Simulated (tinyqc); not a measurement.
Coherent transport through a tight-binding region between two chains, step by step. One step of it, computed by the program tinyqc.

Question. Transmission at E = -0.31 eV. Surface Green function g = (E - i sqrt(4 t^2 - E^2)) / (2 t^2); self-energy tc^2 g on each contact site; G = (E - H - Sigma)^(-1); Gamma = -2 Im Sigma; T = Gamma_L Gamma_R |G_LR|^2; local density of states -Im G_ii / pi.

H of the central region (eV):
```
           1          2          3          4          5
1  -0.540000  -2.090000   0.000000   0.000000  -2.090000
2  -2.090000  -0.030000  -2.090000   0.000000   0.000000
3   0.000000  -2.090000  -0.800000  -2.090000   0.000000
4   0.000000   0.000000  -2.090000   0.820000  -2.090000
5  -2.090000   0.000000   0.000000  -2.090000  -0.590000
```

Leads: semi-infinite chains with site energy 0:
```
parameter                           value
lead hopping t (eV)              1.860000
coupling to the left lead (eV)   1.370000
coupling to the right lead (eV)  0.540000
left contact site                       1
right contact site                      4
```

E = -0.310000 eV

Give: g; G; local density of states; transmission.

Answer.

g = -0.0448-0.5358i 1/eV

G (1/eV):
```
                 1                2                3                4
1   0.2582-0.0872i   0.3193-0.1052i  -0.2155+0.0731i  -0.2688+0.0880i
2   0.3193-0.1052i   0.2306-0.1272i   0.1901+0.0881i  -0.2752+0.1066i
3  -0.2155+0.0731i   0.1901+0.0881i   0.2409-0.0613i   0.2319-0.0737i
4  -0.2688+0.0880i  -0.2752+0.1066i   0.2319-0.0737i   0.2208-0.0893i
5   0.0784-0.0060i  -0.3292-0.0106i  -0.1225+0.0046i   0.3579+0.0095i

                 5
1   0.0784-0.0060i
2  -0.3292-0.0106i
3  -0.1225+0.0046i
4   0.3579+0.0095i
5   0.3145-0.0262i
```

local density of states (1/eV): 0.0278  0.0405  0.0195  0.0284  0.0084

transmission = 0.0503
